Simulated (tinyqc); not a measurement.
Off-state leakage of single and stacked transistors: two steps of the calculation.

n-channel devices of unit width. Subthreshold current I(Vg, Vs, Vd) = I0 (T/300 K)^0.5 exp[(Vg - Vs - VT(T) - gb (Vs - Vb) + dd (Vd - Vs))/(nf Vt)] (1 - exp(-(Vd - Vs)/Vt)), VT(T) = VT - cT (T - 300 K). Gate-edge tunnelling Ig (Vd/1 V) exp(ag (Vd - 1 V)), for a gate at 0 V, and band-to-band leakage Ab u exp(-Bb/u), u = Vd - Vb + 1 V, flow at a drain held at V; both are taken as independent of T. In a stack of off transistors (all gates at 0 V) the same subthreshold current passes through each.

Inputs (values chosen for the exercise); values of the order met in bulk silicon logic transistors: temperature T = 300 K; supply voltage V = 1.1 V; threshold at 300 K, zero drain and body bias VT = 0.31 V; fall of the threshold with temperature cT = 0.7 mV/K; current at threshold at 300 K I0 = 0.54 uA/um; slope factor nf = 1.44; drain-induced lowering per volt dd = 0.16; rise of the threshold per volt of source-body bias gb = 0.13; gate-edge tunnelling current at 1 V Ig = 9e-5 uA/um; exponential slope of the gate current ag = 5.2 1/V; prefactor of band-to-band leakage at the drain Ab = 9 uA/(um V); its exponential voltage Bb = 20 V; body voltage Vb = 0 V.

Constants: q = 1.602176634e-19 C, kB = 1.380649e-23 J/K, Vt = kB T/q. Results are converted to the units shown.

Question 1. Leakage of one transistor. Vg = Vs = 0, Vd = V; effective threshold VT(T) - gb Vb - dd V.

Give: effective threshold; parts; total; shares.

Answer 1.

effective threshold = 0.13400 V
parts (nA/um): subthreshold 14.761, gate edge 0.16652, band-to-band 1.3814
total = 16.309 nA/um
shares (%): subthreshold 90.509, gate edge 1.0210, band-to-band 8.4701

The subthreshold part is the largest.

Question 2. New Vx. Stack of two, Vx the node between them: I_low = I(0, 0, Vx), I_up = I(0, Vx, V), f = ln(I_up/I_low), f' = -(1 + gb + 2 dd)/(nf Vt) - 1/(Vt (exp(Vx/Vt) - 1)) - 1/(Vt (exp((V - Vx)/Vt) - 1)), Vx(new) = Vx - f/f'.

Vx at the start = 0.121 V

Wanted: I_low; I_up; f; f'; Vx after iteration 1.

Answer 2.

I_low = 0.2176 nA/um
I_up = 0.2229 nA/um
f = 0.02409
f' = -39.31 1/V
Vx after iteration 1 = 0.1216 V

Program tinyqc, `OMP_NUM_THREADS=1 python tinyqc.py 2242252 2242253 out.jsonl`; Intel Xeon 2.30GHz, shared host, one thread, about 0.03 s.
